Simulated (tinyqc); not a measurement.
Surface potential of a MOS transistor: implicit equation and explicit approximations: two steps of the calculation.

p-type body, charge-sheet picture, depletion and inversion only, full ionisation (an idealisation for deep acceptors), Boltzmann statistics (rough once Na exp(x - xn) passes about Nc/7). In units of Vt: xg = (Vg - Vfb)/Vt, x = psi/Vt, G = gamma/sqrt(Vt), xn = (2 phiF + Vc)/Vt. The implicit equation is (xg - x)^2 = G^2 [x - 1 + exp(x - xn)] for x above about 3. Cox = eps0 eox/tox.

Problem 1. Explicit approximation. Depletion value a = 1 + [sqrt(G^2/4 + xg - 1) - G/2]^2; inversion value b = xn + ln[(xg - xn)^2/G^2 - xn + 1] and first guess y = min(a, b) - ln(1 + exp(-|a - b|)) if a > xn + 1, else b = y = a; one second-order correction with D = exp(y - xn), p = 2 (xg - y) + G^2 (1 + D), w = (xg - y)^2 - G^2 (y - 1 + D): z = y + 2 w/(p + sqrt(p^2 - 2 (2 - G^2 D) w)), or the Newton step z = y + w/p where the root is not real.

G = 2.0195168
xn = 72.239274
xg = 120.68699

Wanted: a; b; y; p; w; z.

Solution 1.

a = 100.54
b = 78.462
y = 78.462
p = 2145.2
w = -589.64
z = 78.137

The root of the implicit equation is x = 78.1436; y misses it by 0.32 and z by -0.0069, in units of Vt.

Problem 2. New x. D = exp(x - xn), f = (xg - x)^2 - G^2 (x - 1 + D), f' = -2 (xg - x) - G^2 (1 + D), x(new) = x - f/f'.

x at the start = 78.46
G = 2.0195168
xn = 72.239274
xg = 120.68699

Give: D; f; f'; x after iteration 1.

Solution 2.

D = 503.1
f = -584.5
f' = -2140
x after iteration 1 = 78.19

tinyqc, about 0.01 s, one thread, Intel Xeon 2.30GHz (shared host): `OMP_NUM_THREADS=1 python tinyqc.py 2122152 2122153 out.jsonl`
